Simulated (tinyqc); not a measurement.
Worked calculation: Stoner model of a band ferromagnet. Values are carried at full precision from step to step, so a last printed digit may differ when a step is redone from the rounded ones.

Density of states per atom and spin: flat with a rise to the top, D(e) = (M/W) [1 - sp + 4 sp (e/W + 1/2)^3]. Levels e -/+ I m/2 for up and down spin, m = n_up - n_down, n_up + n_down = nd. At zero temperature e(N) is the energy below which N states lie, and E(m) = sum over spins of integral e D de - I m^2/4.

Values chosen for the exercise:
- W = 6.5 eV (band width, e from -W/2 to W/2)
- M = 5 (states per atom and spin)
- nd = 9 (electrons per atom)
- sp = 0.65 (shape parameter)
- I = 0.65 eV (Stoner parameter)

## The paramagnetic state and the Stoner criterion

Find EF from nd/2 states per spin, D(EF) and the product I D(EF); below 1 the susceptibility is enhanced by 1/(1 - I D).

EF = 3.0191 eV
D(EF) = 2.0635 1/eV
I D(EF) = 1.3413

The paramagnet is unstable.

## Energy against moment

Tabulate the splitting that the band needs, e(n_up) - e(n_down), against I m, and E(m) - E(0), at nine moments up to saturation m_max = min(nd, 2M - nd).

Energy curve:
```
m      e(n_up) (eV)  e(n_down) (eV)  difference (eV)  I m (eV)  E - E(0) (meV)
0.000        3.0191          3.0191           0.0000    0.0000             0.0
0.125        3.0492          2.9886           0.0606    0.0813            -0.6
0.250        3.0789          2.9577           0.1212    0.1625            -2.6
0.375        3.1083          2.9264           0.1818    0.2437            -5.8
0.500        3.1373          2.8947           0.2425    0.3250           -10.3
0.625        3.1659          2.8626           0.3033    0.4062           -16.1
0.750        3.1943          2.8301           0.3642    0.4875           -23.2
0.875        3.2223          2.7970           0.4253    0.5687           -31.5
1.000        3.2500          2.7635           0.4865    0.6500           -41.1
```

dE/dm is half of (difference - I m), so E falls wherever I m exceeds the difference.

## The ground state

Take the lowest of E(0), the stationary points e(n_up) - e(n_down) = I m, and saturation.

m = 1.000 muB
exchange splitting I m = 0.650 eV
E - E(0) = -41.1 meV

n_up, n_down: [5.000, 4.000]

The moment is saturated (a strong ferromagnet): the majority band is full.

## Checks

- States in the band over M against 1: both 1.000000.

Computed by tinyqc, a small Python program: `OMP_NUM_THREADS=1 python tinyqc.py 1650540 1650541 out.jsonl` (the numbers bound the seed that draws the inputs); one thread of a shared host (Intel(R) Xeon(R) Processor @ 2.30GHz), about 0.3 s for the whole set of steps.
